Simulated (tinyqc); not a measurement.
Worked calculation: RHF in the sto-3g basis, for BeH2, spin multiplicity 1. One step of it, computed by the program tinyqc.

Question. Iteration 6 (converged): orbitals. Diagonalise F' = X^T F X, C = X C', fill 3 alpha and 3 beta electrons from the bottom; D = 2 C_occ C_occ^T. Each column has its largest component positive (the first on a tie).

converged F (hartree), order 1Be 1s, 1Be 2s, 1Be 2px, 1Be 2py, 1Be 2pz, 2H 1s, 3H 1s:
```
[[-4.526281, -1.289095, 0.000000, -0.000012, 0.000509, -0.248939, -0.243071],
 [-1.289095, -0.602877, 0.000000, -0.001504, -0.004027, -0.358427, -0.354765],
 [0.000000, 0.000000, 0.213889, 0.000000, 0.000000, 0.000000, 0.000000],
 [-0.000012, -0.001504, 0.000000, -0.167909, -0.000076, -0.311734, 0.310044],
 [0.000509, -0.004027, 0.000000, -0.000076, 0.213772, -0.005361, -0.005273],
 [-0.248939, -0.358427, 0.000000, -0.311734, -0.005361, -0.252340, -0.021286],
 [-0.243071, -0.354765, 0.000000, 0.310044, -0.005273, -0.021286, -0.248696]]
```

X, order 1Be 1s, 1Be 2s, 1Be 2px, 1Be 2py, 1Be 2pz, 2H 1s, 3H 1s:
```
[[1.028574, -0.151716, 0.000000, -0.000102, -0.000414, 0.020758, 0.020767],
 [-0.151716, 1.183704, 0.000000, 0.002631, 0.004037, -0.251817, -0.246948],
 [0.000000, 0.000000, 1.000000, 0.000000, 0.000000, 0.000000, 0.000000],
 [-0.000102, 0.002631, 0.000000, 1.264208, 0.000081, -0.352118, 0.347766],
 [-0.000414, 0.004037, 0.000000, 0.000081, 1.000104, -0.006514, -0.006354],
 [0.020758, -0.251817, 0.000000, -0.352118, -0.006514, 1.211409, -0.068370],
 [0.020767, -0.246948, 0.000000, 0.347766, -0.006354, -0.068370, 1.206284]]
```

Give: F' = X^T F X; orbital energies; coefficients C; D after iteration 6.

Answer.

F' = X^T F X (hartree):
```
[[-4.4170, -0.6985, 0.0000, 0.0002, 0.0003, -0.0156, -0.0136],
 [-0.6985, -0.1359, 0.0000, 0.0013, 0.0017, -0.2934, -0.2897],
 [0.0000, 0.0000, 0.2139, 0.0000, 0.0000, 0.0000, 0.0000],
 [0.0002, 0.0013, 0.0000, 0.2257, 0.0000, -0.4029, 0.3999],
 [0.0003, 0.0017, 0.0000, 0.0000, 0.2139, -0.0067, -0.0066],
 [-0.0156, -0.2934, 0.0000, -0.4029, -0.0067, 0.0598, -0.0820],
 [-0.0136, -0.2897, 0.0000, 0.3999, -0.0066, -0.0820, 0.0577]]
```

orbital energies (hartree): [-4.5297, -0.4272, -0.3860, 0.2136, 0.2139, 0.3811, 0.7525]

coefficients C, order 1Be 1s, 1Be 2s, 1Be 2px, 1Be 2py, 1Be 2pz, 2H 1s, 3H 1s:
```
[[0.9918, -0.2143, 0.0054, 0.0121, 0.0000, -0.2280, -0.0019],
 [0.0314, 0.5955, -0.0165, -0.0519, 0.0000, 1.0908, 0.0143],
 [0.0000, 0.0000, 0.0000, 0.0000, 1.0000, 0.0000, 0.0000],
 [0.0000, 0.0129, 0.4970, 0.0000, 0.0000, -0.0077, 1.2633],
 [0.0000, 0.0050, -0.0001, 0.9986, 0.0000, 0.0558, 0.0005],
 [-0.0037, 0.4033, 0.4130, 0.0249, 0.0000, -0.7422, -0.8805],
 [-0.0037, 0.3813, -0.4346, 0.0251, 0.0000, -0.7521, 0.8612]]
```

D after iteration 6, order 1Be 1s, 1Be 2s, 1Be 2px, 1Be 2py, 1Be 2pz, 2H 1s, 3H 1s:
```
[[2.0594, -0.1932, 0.0000, -0.0002, -0.0022, -0.1758, -0.1755],
 [-0.1932, 0.7117, 0.0000, -0.0010, 0.0060, 0.4664, 0.4682],
 [0.0000, 0.0000, 0.0000, 0.0000, 0.0000, 0.0000, 0.0000],
 [-0.0002, -0.0010, 0.0000, 0.4944, 0.0000, 0.4210, -0.4222],
 [-0.0022, 0.0060, 0.0000, 0.0000, 0.0001, 0.0040, 0.0039],
 [-0.1758, 0.4664, 0.0000, 0.4210, 0.0040, 0.6665, -0.0514],
 [-0.1755, 0.4682, 0.0000, -0.4222, 0.0039, -0.0514, 0.6686]]
```
